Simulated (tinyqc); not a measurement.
# Trench capacitor in an array: capacitance, non-linearity, leakage and relaxation, step by step

Computed by the program tinyqc: `OMP_NUM_THREADS=1 python tinyqc.py 2102096 2102097 out.jsonl`, one thread of a shared Intel Xeon 2.30GHz, about 0.01 s for the whole run. Printed values are rounded.

A film between two metal electrodes, each interface adding a series capacitance ci. The small-signal permittivity is ek (1 + aq E^2); the field is found with the linear permittivity. Leakage J = J0 sinh(E/Ef). After a voltage step the film passes a relaxation current kr C V tt^(-nr), tt being the time in seconds. The sidewall is a coaxial capacitor with radii a = dm/2 - t and b = dm/2, depth AR dm; the end face is left out.

Inputs (values chosen for the exercise); permittivity of the order of that of hafnium oxide: relative permittivity of the film ek = 21.5; film thickness t = 13 nm; capacitance of each electrode interface (dead layer and screening) ci = 180 uF/cm^2; quadratic field coefficient of the permittivity aq = 0.01 cm^2/MV^2; bias V = 1.4 V; leakage prefactor J0 = 2.6e-11 A/cm^2; field for an e-fold rise of the leakage Ef = 0.37 MV/cm; diameter of the hole dm = 59 nm; aspect ratio, depth over diameter AR = 70; pitch of the square array pt = 120 nm; resistivity of the inner electrode rho = 820 uohm cm.

Constants: eps0 = 8.8541878128e-14 F/cm where lengths are in cm. Results are converted to the units shown.

## Planar capacitance, field and non-linearity

Planar film: Cf = eps0 ek/t, 1/C = 1/Cf + 2/ci, EOT = 3.9 eps0/C, effective permittivity C t/eps0, E = (V/t) C/Cf; quadratic coefficient [C(V)/C - 1]/V^2 with Cf (1 + aq E^2) in C(V).

Cf = 1.46435 uF/cm^2
C = 1.44090 uF/cm^2
EOT = 2.39651 nm
effective permittivity = 21.1558
E = 1.05968 MV/cm
quadratic coefficient = 5636.47 ppm/V^2
J = 2.27169e-10 A/cm^2

The interfaces take 1.60 % of the voltage.

## Cell capacitance, fields and time constant

Per length 1/c = ln(b/a)/(2 pi eps0 ek) + (1/a + 1/b)/(2 pi ci); cell capacitance c AR dm; per footprint over pt^2; fields c V/(2 pi eps0 ek r) at r = a and b; resistance of the inner electrode rho AR dm/(pi a^2); time constant R C/3 of the distributed line.

a = 16.5 nm
b = 29.5 nm
cell capacitance = 8.35818 fF
capacitance per footprint = 58.0429 uF/cm^2
field at a = 1.43562 MV/cm
field at b = 0.802972 MV/cm
R = 39.5955 kohm
R C/3 = 110.315 ps

The array gives 40.3 times the planar capacitance per footprint; curvature makes the field at the inner electrode 1.35 times the planar value.
